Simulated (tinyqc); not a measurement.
Input admittance of a MOSFET at zero drain bias: distributed channel and distributed gate: one step of the calculation.

Source and drain grounded, strong inversion, w = 2 pi f, Cox = eps0 eox/tox. The channel is an RC line of resistance 1/(mu Cox Vo) per square fed from both ends, so one finger has the intrinsic admittance y = i w Cox L tanh(g)/g per width, g = (1/2) sqrt(i w tau), tau = L^2/(mu Vo). The vertical resistance rv/L is in series with y, the overlaps 2 i w Cov in parallel: y_t = 1/(1/y + rv/L) + 2 i w Cov. The gate strip is a line of Rsh/L per length loaded by y_t, so a finger has Y = y_t Wf tanh(k)/k, k = (Wf/sd) sqrt(y_t Rsh/L); the device has Nf Y.

Problem. Admittance of the channel and stack per width. tau, g, c = Cox L, y and y_t as defined.

Parameters, values chosen for the exercise; values of the order met in silicon radio-frequency transistors: relative permittivity of the gate insulator (close to hafnium oxide) eox = 21.4; insulator thickness tox = 24 nm; channel length L = 0.21 um; channel mobility mu = 310 cm^2/(V s); gate overdrive Vo = 0.57 V; vertical resistivity of the gate stack rv = 3.2 ohm um^2; overlap and fringe capacitance on each side Cov = 0.3 fF/um; frequency f = 31 GHz.

Constants: eps0 = 8.8541878128e-14 F/cm where lengths are in cm. Results are converted to the units shown.

Find: tau; g; c; y; y_t.

Solution.

tau = 2.4958 ps
g = 0.24651+0.24651i
c = 1.6579 fF/um
y = 13.05+322.30i uS/um
y_t = 14.63+439.03i uS/um

w tau = 0.486, and Im y is 0.998 of w c.

Program tinyqc, `OMP_NUM_THREADS=1 python tinyqc.py 2262201 2262202 out.jsonl`; Intel Xeon 2.30GHz, shared host, one thread, about 0.01 s.
